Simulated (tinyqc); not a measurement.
From results back to parameters: heavy doping: gap narrowing, degeneracy and the minority density. Four cases, with inputs chosen for the exercise.

Problem. Narrowing at two dopings was computed from hidden E0 and N0, with N0 below Na.

Empirical narrowing (Slotboom form, constants chosen for the exercise; published fits of this form give the apparent narrowing, here it is taken as the true one): dEg = E0 [ln(N/N0) + sqrt(ln(N/N0)^2 + C)].

Case 1.

Values chosen (out of a larger set: gap and densities of states near those of InP at this temperature; narrowing constants of the size fitted for Si, not for this material; not measured data): C = 0.5 (smoothing constant); Na = 1.5e+18 1/cm^3; Nb = 4.5e+19 1/cm^3.

dEg(Na) = 47.3014 meV
dEg(Nb) = 114.9703 meV

Case 2.

Values chosen (out of a larger set: gap and densities of states near those of InP at this temperature; narrowing constants of the size fitted for Si, not for this material; not measured data): C = 0.5 (smoothing constant); Na = 1.2e+18 1/cm^3; Nb = 3.6e+19 1/cm^3.

dEg(Na) = 43.3439 meV
dEg(Nb) = 105.3513 meV

Case 3.

Values chosen (out of a larger set: gap and densities of states near those of Si at this temperature; narrowing constants near the fits for Si; not measured data): C = 0.5 (smoothing constant); Na = 1.3e+18 1/cm^3; Nb = 3.9e+19 1/cm^3.

dEg(Na) = 35.0521 meV
dEg(Nb) = 85.1971 meV

Case 4.

Values chosen (out of a larger set: gap and densities of states near those of Si at this temperature; narrowing constants near the fits for Si; not measured data): C = 0.5 (smoothing constant); Na = 1.5e+18 1/cm^3; Nb = 4.5e+19 1/cm^3.

dEg(Na) = 34.2982 meV
dEg(Nb) = 83.3649 meV

Find: N0; E0.

Solution. The ratio dEg(Nb)/dEg(Na) depends on N0 alone and rises steadily with it; solve for ln N0 by bisection, then E0 from either value.

Case 1.

N0 = 1.5e+17 1/cm^3
E0 = 10.04 meV

Case 2.

N0 = 1.2e+17 1/cm^3
E0 = 9.20 meV

Case 3.

N0 = 1.3e+17 1/cm^3
E0 = 7.44 meV

Case 4.

N0 = 1.5e+17 1/cm^3
E0 = 7.28 meV

Computed by tinyqc, one run a case: `OMP_NUM_THREADS=1 python tinyqc.py N N+1 out.jsonl` with N = 1650468, 1650492, 1650515, 1650533; one thread of a shared Intel(R) Xeon(R) Processor @ 2.30GHz, about 0.01 s a run at most.
